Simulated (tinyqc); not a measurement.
Localisation in a chain with random site energies (transfer matrices): one step. The product of transfer matrices. Four cases, with inputs chosen for the exercise.

Task: Multiply site by site and give T for each length.

Hopping -t; leads with site energy 0, E = -2t cos(ka). psi_(j+1) = ((e_j - E)/t) psi_j - psi_(j-1), a product of matrices M_j = [[(e_j - E)/t, -1], [1, 0]]. For M = M_N ... M_1 the transmission is T = 4 sin^2(ka)/|M21 - M12 + M22 exp(ika) - M11 exp(-ika)|^2. Long samples draw e_j = W (x_j/2147483647 - 1/2) from x_j = 16807 x_(j-1) mod 2147483647, starting at x0. The localisation length xi, in sites, is defined by ln T = -2N/xi on average; weak disorder gives xi = 24 (4t^2 - E^2)/W^2, and the mean free path for backscattering is xi/2.

Case 1.

Values chosen: t = 0.92 eV (hopping); E = -0.75 eV (energy); e = (0.34, -0.66, 0.71, -0.1, -0.7, 0.84, 0.48, 0.34, -0.39) eV (site energies of the short sample).

Case 2.

Values chosen: t = 0.81 eV (hopping); E = -0.33 eV (energy); e = (0.54, -0.53, -0.24, 0.54, 0.82, -0.83, 0.58, -0.51) eV (site energies of the short sample).

Case 3.

Values chosen: t = 1.79 eV (hopping); E = -1.6 eV (energy); e = (-1.09, -0.69, 0.34, -1.19, 0.39, -1.07, -0.78, 0.07) eV (site energies of the short sample).

Case 4.

Values chosen: t = 1.66 eV (hopping); E = -1.73 eV (energy); e = (-0.01, 0.36, 0.23, -0.66, 0.28, 0.03, -0.97, 1.21, -1.18) eV (site energies of the short sample).

Give: Running product.

Result:

Case 1.

Running product:

| j | (e_j - E)/t | M11 | M12 | M21 | M22 | T |
|---|---|---|---|---|---|---|
| 1 | 1.1848 | 1.1848 | -1.0000 | 1.0000 | 0.0000 | 0.9607 |
| 2 | 0.0978 | -0.8841 | -0.0978 | 1.1848 | -1.0000 | 0.7435 |
| 3 | 1.5870 | -2.5878 | 0.8448 | -0.8841 | -0.0978 | 0.5113 |
| 4 | 0.7065 | -0.9442 | 0.6947 | -2.5878 | 0.8448 | 0.5110 |
| 5 | 0.0543 | 2.5365 | -0.8070 | -0.9442 | 0.6947 | 0.3513 |
| 6 | 1.7283 | 5.3280 | -2.0894 | 2.5365 | -0.8070 | 0.1547 |
| 7 | 1.3370 | 4.5868 | -1.9864 | 5.3280 | -2.0894 | 0.1268 |
| 8 | 1.1848 | 0.1064 | -0.2641 | 4.5868 | -1.9864 | 0.1762 |
| 9 | 0.3913 | -4.5451 | 1.8831 | 0.1064 | -0.2641 | 0.1729 |

T is 0.1729 for the whole sample and does not fall steadily (it rises at j = 8): reflected waves interfere. The determinant of M stays 1.

Case 2.

Running product:

| j | (e_j - E)/t | M11 | M12 | M21 | M22 | T |
|---|---|---|---|---|---|---|
| 1 | 1.0741 | 1.0741 | -1.0000 | 1.0000 | 0.0000 | 0.8961 |
| 2 | -0.2469 | -1.2652 | 0.2469 | 1.0741 | -1.0000 | 0.6733 |
| 3 | 0.1111 | -1.2147 | 1.0274 | -1.2652 | 0.2469 | 0.7861 |
| 4 | 1.0741 | -0.0394 | 0.8566 | -1.2147 | 1.0274 | 0.8768 |
| 5 | 1.4198 | 1.1587 | 0.1888 | -0.0394 | 0.8566 | 0.9641 |
| 6 | -0.6173 | -0.6758 | -0.9731 | 1.1587 | 0.1888 | 0.6903 |
| 7 | 1.1235 | -1.9179 | -1.2821 | -0.6758 | -0.9731 | 0.4433 |
| 8 | -0.2222 | 1.1020 | 1.2581 | -1.9179 | -1.2821 | 0.2853 |

T is 0.2853 for the whole sample and does not fall steadily (it rises at j = 3, 4 and 5): reflected waves interfere. The determinant of M stays 1.

Case 3.

Running product:

| j | (e_j - E)/t | M11 | M12 | M21 | M22 | T |
|---|---|---|---|---|---|---|
| 1 | 0.2849 | 0.2849 | -1.0000 | 1.0000 | 0.0000 | 0.8962 |
| 2 | 0.5084 | -0.8552 | -0.5084 | 0.2849 | -1.0000 | 0.9744 |
| 3 | 1.0838 | -1.2117 | 0.4490 | -0.8552 | -0.5084 | 0.9562 |
| 4 | 0.2291 | 0.5776 | 0.6112 | -1.2117 | 0.4490 | 0.7309 |
| 5 | 1.1117 | 1.8539 | 0.2305 | 0.5776 | 0.6112 | 0.6524 |
| 6 | 0.2961 | -0.0287 | -0.5430 | 1.8539 | 0.2305 | 0.5044 |
| 7 | 0.4581 | -1.8670 | -0.4792 | -0.0287 | -0.5430 | 0.5582 |
| 8 | 0.9330 | -1.7132 | 0.0959 | -1.8670 | -0.4792 | 0.5482 |

T is 0.5482 for the whole sample and does not fall steadily (it rises at j = 2 and 7): reflected waves interfere. The determinant of M stays 1.

Case 4.

Running product:

| j | (e_j - E)/t | M11 | M12 | M21 | M22 | T |
|---|---|---|---|---|---|---|
| 1 | 1.0361 | 1.0361 | -1.0000 | 1.0000 | 0.0000 | 1.0000 |
| 2 | 1.2590 | 0.3045 | -1.2590 | 1.0361 | -1.0000 | 0.9838 |
| 3 | 1.1807 | -0.6766 | -0.4866 | 0.3045 | -1.2590 | 0.9821 |
| 4 | 0.6446 | -0.7406 | 0.9454 | -0.6766 | -0.4866 | 0.8787 |
| 5 | 1.2108 | -0.2202 | 1.6313 | -0.7406 | 0.9454 | 0.8333 |
| 6 | 1.0602 | 0.5071 | 0.7842 | -0.2202 | 1.6313 | 0.8310 |
| 7 | 0.4578 | 0.4524 | -1.2723 | 0.5071 | 0.7842 | 0.5916 |
| 8 | 1.7711 | 0.2941 | -3.0375 | 0.4524 | -1.2723 | 0.3714 |
| 9 | 0.3313 | -0.3550 | 0.2659 | 0.2941 | -3.0375 | 0.2840 |

T is 0.2840 for the whole sample and falls at every site. The determinant of M stays 1.

Computed by tinyqc, one run a case: `OMP_NUM_THREADS=1 python tinyqc.py N N+1 out.jsonl` with N = 1481251, 1481459, 1481523, 1482159; one thread of a shared Intel(R) Xeon(R) Processor @ 2.30GHz, about 0.08 s a run at most.
